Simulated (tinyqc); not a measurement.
# Electron density from the centroid

Problem. In the Fang-Howard model the centroid is 3/b with b^3 = 6 (mz1/C) q (Nd + 11 Ns/32)/(eps0 eps_r), C = hbar^2/(2 m0), the field in eV/nm. Find b and Ns.

Inputs (values chosen for the exercise); masses and permittivity close to those of silicon (100):
```
symbol,value,unit,meaning
eps_r,11.7,,relative permittivity
mz1,0.931,m0,mass along z of valley set A (2 valley(s))
Nd,1.5e12,cm^-2,sheet density of depletion charge
```

Constants: q = 1.602176634e-19 C, hbar = 1.054571817e-34 J s, m0 = 9.1093837015e-31 kg, eps0 = 8.8541878128e-14 F/cm where lengths are in cm, hbar^2/(2 m0) = 0.0380998212 eV nm^2. Results are converted to the units shown.

centroid = 1.7876317 nm

Solution. b = 3/centroid gives Nd + 11 Ns/32, from which the depletion charge is taken off.

b = 1.68 1/nm
Ns = 1.70e12 cm^-2

tinyqc, about 0.9 s, one thread, Intel Xeon 2.30GHz (shared host): `OMP_NUM_THREADS=1 python tinyqc.py 2160072 2160073 out.jsonl`
